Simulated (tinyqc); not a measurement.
Worked calculation: self-consistent Fermi level with native defects, at growth and after a quench. Computed by tinyqc, a small Python program that keeps every step. Command: `OMP_NUM_THREADS=1 python tinyqc.py 3009019 3009020 out.jsonl scfermi walk`. One thread of a shared host (Intel(R) Xeon(R) Processor @ 2.30GHz), about 0.05 s of CPU time with the checks. Intermediate numbers are printed to about 7 digits and carried at full precision; extremes and crossings named in words are read from the listed rows.

Energies are counted from the top of the valence band (VBM); when the gap shrinks with temperature the conduction band moves and the levels stay. The added dopant is taken as fully ionised. D and A draw on one reservoir with opposite signs, as the two vacancies of a compound do.

Inputs (values chosen for the exercise, with bands modelled on GaP):
```
quantity,value,unit
gap E_g at 300 K,2.31,eV
slope -dE_g/dT above 300 K,0.0004,eV/K
electron mass m_e,0.481,m_0
valleys M_c,3,-
hole mass m_h,0.773,m_0
E_f of the neutral native donor D,2.191,eV
E_f of the neutral native acceptor A,2.193,eV
shift s of the chemical potential,0.18,eV
site density N_s,1.7e+22,cm^-3
dopant density N_X,2.3e+17,cm^-3
growth temperature T_g,1100,K
temperature of use T,300,K
```

Added shallow dopant: acceptor.

levels of D above the VBM, most positive state first (eV): [1.24, 1.6]

levels of A above the VBM, (0/-1) first (eV): [0.788, 0.899, 1.3]

Constants: m_0 = 9.1093837015e-31 kg; k_B = 1.380649e-23 J/K; h = 6.62607015e-34 J s; k_B = 8.617333262e-05 eV/K.

## Formation energies at E_F = 0

E_f(D, 0) = input + s and E_f(A, 0) = input - s; E_f(q, E_F = 0) follows from the levels, eps(q/q-1) = E_f(q - 1) - E_f(q) at E_F = 0.

E_f(q, E_F = 0) (eV): D(+2) -0.469, D(+1) 0.771, D(0) 2.371, A(0) 2.013, A(-1) 2.801, A(-2) 3.700, A(-3) 5.000

## Bands at growth

E_g(T) = E_g - slope x max(0, T - 300 K). N_c = 2 M_c (2 pi m_e k_B T/h^2)^(3/2) and N_v = 2 (2 pi m_h k_B T/h^2)^(3/2), masses in units of m_0. At growth T = T_g.

E_g(T_g) = 1.99 eV

N_c(T_g) = 1.763267e+20 cm^-3

N_v(T_g) = 1.197425e+20 cm^-3

k_B T_g = 0.09479067 eV

## Charges across the gap at T_g

n = N_c F_1/2((E_F - E_g)/k_B T), p = N_v F_1/2(-E_F/k_B T). F_1/2(eta) = (2/sqrt(pi)) int_0^infinity sqrt(x)/(1 + exp(x - eta)) dx, by the trapezoid rule in t = sqrt(x) with step 0.02 up to t = 12 (for eta < -12 by exp(eta) - exp(2 eta)/2^(3/2)). In equilibrium c_q = N_s exp(-(E_f(q, 0) + q E_F)/k_B T). Net charge = p - n + sum q c_q - N_X; the log ratio is ln(positive charge/negative charge). Entries near or above N_s lie outside the dilute limit and only show that E_F cannot go there.

Densities (cm^-3):
```
E_F (eV),n,p,charge on D,charge on A,log ratio
0.100,3.864228e+11,3.735848e+19,5.806776e+23,7.172860e+09,14.74169
0.398,8.961578e+12,1.788431e+18,1.079743e+21,1.679587e+11,8.45577
0.696,2.078290e+14,7.750753e+16,2.010690e+18,4.764361e+12,2.20505
0.995,4.870856e+15,3.307773e+15,3.792423e+15,6.179105e+14,-3.50154
1.294,1.141336e+17,1.411356e+14,1.253370e+13,6.603474e+17,-8.78518
1.592,2.633551e+18,6.085761e+12,2.659354e+11,4.947583e+21,-20.47402
1.890,5.501217e+19,2.624177e+11,1.095671e+10,5.995514e+25,-33.02153
```

## Equilibrium at growth

E_F is the root of the log ratio, by 50 bisections between -0.5 eV and E_g + 0.5 eV.

E_F at growth = 0.8041668 eV

n at growth = 6.505559e+14 cm^-3

p at growth = 2.476467e+16 cm^-3

Defects at growth:
```
state,E_f (eV),c (cm^-3)
D(+2),1.139334,1.024375e+17
D(+1),1.575167,1.031902e+15
D(0),2.371000,2.330430e+11
A(0),2.013000,1.017782e+13
A(-1),1.996833,1.207049e+13
A(-2),2.091666,4.438496e+12
A(-3),2.587500,2.374206e+10
```

total D = 1.034696e+17 cm^-3

total A = 2.671055e+13 cm^-3

The largest part of the positive charge comes from charged D (89 %) and that of the negative charge from the dopant (100 %).

## After the quench to T

After a quench the totals of D and A stay as grown, and each is shared among its charge states with weights exp(-(E_f(q, 0) + q E_F)/k_B T).

E_F after the quench = 0.1707671 eV

n after the quench = 2.899876e-17 cm^-3

p after the quench = 2.306073e+16 cm^-3

Frozen defects:
```
state,c (cm^-3),share of its total
D(+2),1.034696e+17,1.000000e+00
D(+1),1.128471e-01,1.090630e-18
D(0),1.102641e-25,1.065666e-42
A(0),2.671055e+13,1.000000e+00
A(-1),1.141895e+03,4.275070e-11
A(-2),6.665787e-10,2.495563e-23
A(-3),7.137945e-29,2.672331e-42
```

The material is p-type with 2.31e16 carriers per cm^3. Carriers of the sign that the dopant should give amount to 10 % of its density.

## Slow cooling against a quench

Each E_F by bisection; full equilibrium lets the defects form and vanish at every T.

Two histories (densities in cm^-3):
```
T (K),"E_F, equilibrium (eV)",n,p,all defects,"E_F, frozen (eV)","n, frozen","p, frozen"
940,0.7190462,9.696417e+12,1.320346e+16,1.084908e+17,0.6734995,5.526043e+12,2.316693e+16
780,0.6353897,2.772355e+10,5.608866e+15,1.122025e+17,0.5403452,6.741276e+09,2.306452e+16
620,0.5526847,4.252487e+06,1.629850e+15,1.141852e+17,0.4111129,3.005052e+05,2.306077e+16
460,0.4704511,1.680282e+00,2.269937e+14,1.148865e+17,0.2872675,1.653540e-02,2.306073e+16
300,0.3883687,1.311976e-13,5.099578e+12,1.149975e+17,0.1707671,2.899876e-17,2.306073e+16
```

At 300 K equilibrium would leave 1.15e17 defects per cm^3 against 1.03e17 frozen in, and E_F differs by -0.218 eV. The majority density of the quenched sample is 4500 times the equilibrium one. Real samples lie between, set by the temperature at which diffusion stops.

Checks made by the program: neutrality at growth (relative difference below 1e-10).
